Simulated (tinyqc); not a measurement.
On-chip interconnect, size-dependent resistivity and RC delay: two steps of the calculation.

A rectangular line between two neighbours and two ground planes. Surface and grain-boundary scattering are added to the bulk resistivity as corrections; capacitances are parallel-plate values without fringing; inductance is ignored.

Inputs (values chosen for the exercise); metal values close to those of copper:
```
symbol  value     unit                                             meaning
rho0     1.73  uohm cm                                    bulk resistivity
lam      40.4       nm                                 bulk mean free path
ps        0.6                         specular share of surface scattering
Rg       0.16                   reflection coefficient of grain boundaries
gr          2                              grain size over the metal width
wd         82       nm                                    drawn line width
AR        1.8                              aspect ratio, height over width
tl        2.1       nm  liner on both walls and the bottom, not conducting
sp         82       nm                     space to the neighbouring lines
hd         87       nm     dielectric height to the planes above and below
ek        3.9                      relative permittivity of the dielectric
Mf          1                              Miller factor of the neighbours
Rd       1200      ohm                                   driver resistance
dt       0.17       ps                                           time step
```

Constants: eps0 = 8.8541878128e-12 F/m. Results are converted to the units shown.

Problem 1. Resistivity, resistance and capacitance per length. Metal width x = wd - 2 tl, height y = AR wd - tl; grain boundaries (Mayadas-Shatzkes): al = (lam/(gr x)) Rg/(1 - Rg), g = 1/[1 - 3 al/2 + 3 al^2 - 3 al^3 ln(1 + 1/al)] - 1; surfaces (Fuchs-Sondheimer, thick limit): s = (3/8) lam (1 - ps)(1/x + 1/y); rho = rho0 (1 + g + s); r = rho/(x y); c = eps0 ek (2 wd/hd + 2 Mf AR wd/sp).

Give: x; y; al; g; s; rho; r; c.

Solution 1.

x = 77.800 nm
y = 145.50 nm
al = 0.049455
g = 0.072908
s = 0.11954
rho = 2.0629 uohm cm
r = 1.8224 ohm/um
c = 0.18941 fF/um

Problem 2. Node voltages after a time step. A 1 V step is applied behind Rd at t = 0. C dv/dt = -G v + b, with G the conductance matrix of the ladder (1/Rs between neighbours, 1/Rd added at node 0) and b = (1 V/Rd, 0, ...). Trapezoidal step: (C/dt + G/2) v(new) = (C/dt - G/2) v + b.

Rs = 2.7335997 ohm

```
node	C (fF)	v at t = 1 dt (V)
0	0.14205476	0.11537290
1	0.28410951	0.11160680
2	0.28410951	0.10886045
3	0.28410951	0.10710875
4	0.22605476	0.10633570
```

Find: v at t = 2 dt.

Solution 2.

v at t = 2 dt, node 0 to 4 (V): 0.2063  0.2066  0.2069  0.2070  0.2070

tinyqc, about 0.01 s, one thread, Intel Xeon 2.30GHz (shared host): `OMP_NUM_THREADS=1 python tinyqc.py 2100040 2100041 out.jsonl`
